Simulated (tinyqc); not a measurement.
Quantum-confined Stark effect in a modulator well, step by step. Values are carried at full precision from step to step, so a last printed digit may differ when a step is redone from the rounded ones.

Constants: hbar^2/2m0 = 3.80998211 eV angstrom^2; e^2/(4 pi eps0) = 14.39964547 eV angstrom; hc = 1239.841984 eV nm.

Values chosen for the exercise (near those of a Ge well in SiGe, direct gap; the results hold for these values, not for the real material):
```
symbol  value   unit      meaning
L       100     angstrom  well width
me      0.0408  m0        electron, well
mh      0.2     m0        heavy hole along z, well
F       72      kV/cm     field
Vc      0.387   eV        conduction offset
Vv      0.117   eV        heavy-hole offset
meb     0.0545  m0        electron, barrier
mhb     0.239   m0        heavy hole, barrier
Eg      0.841   eV        gap of the well
mp      0.067   m0        heavy hole in the plane
eps     15.7              dielectric constant
dE      9       meV       operating point below the zero-field line
G       4       meV       half width of the exciton line
```

## Estimate for hard walls

Second order: each level moves by -C m (e F)^2 L^4/(2c), C = (15/pi^2 - 1)/(24 pi^2), c = hbar^2/2m0, 1 kV/cm = 1e-5 eV/angstrom. It holds while e F L is no more than about twice 3 c pi^2/(m L^2).

Estimate:
```
carrier     shift (meV)  e F L over the level spacing
electron          -0.61                          0.26
heavy hole        -2.99                          1.28
```

The hole, 4.9 times heavier, carries 83 % of the estimated shift; for hard walls second order errs by about 2 % at a ratio of 1 and 13 % at 3.

## Levels and envelopes

Envelopes on cells of 0.5 angstrom over the well |z| < L/2 and 45 angstrom of barrier on each side, psi = 0 beyond, psi'/m continuous (mean mass between points), c = hbar^2/2m0. The electron sees + e F z and the hole - e F z, each with its offset in the barriers; 1 kV/cm = 1e-5 eV/angstrom. Light holes, band mixing and escape by tunnelling are left out.

Ground levels, squared overlap and separation <z>_h - <z>_e without and with the field.

Results:
```
F (kV/cm)  E_e (meV)  E_h (meV)  overlap^2  separation (angstrom)
0              49.77      11.45      0.997                    0.0
72             47.57       3.72      0.727                   25.8
```

The electron level moves by -2.20 meV (3.6 times the hard-wall estimate, since it leaks into the barriers and sees a wider well) and the hole level by -7.73 meV (2.59 times).

## Exciton

Exciton: in-plane function exp(-rho/lam), 1/mu = 1/me + 1/mp, E(lam) = c/(mu lam^2) - (q/eps) times the integral over k of Fm(k)(1 + (k lam/2)^2)^(-3/2), Fm(k) the double integral of psi_e^2 psi_h^2 exp(-k |z - z'|), q = e^2/(4 pi eps0); binding Eb = -E at the minimum. Line at Eg + E_e + E_h - Eb, strength proportional to overlap^2/lam^2.

Minimise over lam without and with the field.

Results:
```
F (kV/cm)  lam (angstrom)  Eb (meV)  line (eV)      nm  overlap^2/lam^2 (1e-4/angstrom^2)
0                   229.7      3.83     0.8984  1380.1                             0.1891
72                  241.2      3.61     0.8887  1395.2                             0.1250
```

The weaker binding gives back 0.22 meV of the red shift, leaving 9.7 meV; the strength falls to 66 %.

## Contrast at the operating point

With a Gaussian line of half width G, the absorption at E_op = line(0) - dE is proportional to strength x exp(-ln2 ((E_op - line)/G)^2); continuum absorption is left out. Give it at both fields, relative to the zero-field peak.

E_op = 0.8894 eV
wavelength = 1394.0 nm

absorption without and with the field: 0.030  0.65

The field changes the absorption by +0.62 of the zero-field peak. With dE above 2G the Gaussian tail at zero field is weak; real tails fall only exponentially and absorb more.

## Checks

- Zero-field levels against the matching condition of the square well, meV: largest difference 8.3e-02.
- Slope d(E_e + E_h)/dF against minus the separation (Hellmann-Feynman), angstrom: both -25.8.

Run: tinyqc, `OMP_NUM_THREADS=1 python tinyqc.py 1250062 1250063 out.jsonl`; Intel(R) Xeon(R) Processor @ 2.30GHz, one thread, shared host; about 0.09 s of CPU time with all checks.
